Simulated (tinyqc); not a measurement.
## Tunnelling through a gate dielectric, WKB transmission and Tsu-Esaki current: current against voltage

Electrons leave the emitter at x = 0. Energies E (motion across the layers) are in eV from the emitter Fermi level; the collector Fermi level lies at -V and offers states at every E. No charge in the dielectric and no image force: F1 = V/t1, U = phi1 - F1 x. With C = hbar^2/(2 m0), kappa = sqrt(m (U - E)/C) where U > E and 0 elsewhere; T(E) = exp(-S), S = 2 times the integral of kappa over x.

Each layer adds (2/F) sqrt(m/C) [G(u at its left edge) - G(u at its right edge)] to S, with u = U - E (0 where negative) and G(u) = (2/3) u^1.5. J = J0 times the integral of T(E) N(E) dE, N = ln[(1 + exp(-E/Vt))/(1 + exp((-E - V)/Vt))], J0 = q^2 me m0 kB T/(2 pi^2 hbar^3) (times 1e-4 for A/cm^2 per eV), from E = -Ef to far above the barrier (T = 1 there), by quadrature converged to the digits shown.

Inputs (values chosen for the exercise); dielectric values close to those of aluminium oxide: temperature T = 350 K; Fermi energy of the emitter above its band bottom Ef = 0.25 eV; emitter mass in the supply function me = 1 m0; barrier of layer 1 above the emitter Fermi level at zero bias phi1 = 2.7 eV; tunnelling mass of layer 1 m1 = 0.41 m0; thickness of layer 1 t1 = 2 nm.

Constants: q = 1.602176634e-19 C, kB = 1.380649e-23 J/K, hbar = 1.054571817e-34 J s, m0 = 9.1093837015e-31 kg, Vt = kB T/q, hbar^2/(2 m0) = 0.0380998212 eV nm^2. Results are converted to the units shown.

Current against voltage:
```
V (V)	S at E = 0	T(E = 0)	J (A/cm^2)	mean E of the current (eV)
0.2	21.16	6.482e-10	0.1774	-0.1340
0.55	20.42	1.351e-9	0.3865	-0.1377
0.9	19.65	2.926e-9	0.8185	-0.1367
1.25	18.83	6.648e-9	1.810	-0.1356
1.6	17.95	1.603e-8	4.222	-0.1342
1.95	16.99	4.186e-8	10.56	-0.1323
2.3	15.91	1.229e-7	29.17	-0.1295
2.65	14.61	4.525e-7	95.65	-0.1237
3	12.94	2.408e-6	459.9	-0.1180
```

J rises from 0.177 to 460 A/cm^2, by 0.966 decades a volt between the first two rows and 1.95 between the last two. From V = 3 V on (among the rows) a band edge falls below the emitter Fermi level, so electrons at E = 0 no longer cross the full thickness. In 3 of the 9 rows the field exceeds 10 MV/cm (up to 15.0), more than most dielectrics sustain; the model ignores breakdown.

tinyqc, about 0.03 s, one thread, Intel Xeon 2.30GHz (shared host): `OMP_NUM_THREADS=1 python tinyqc.py 2540029 2540030 out.jsonl`
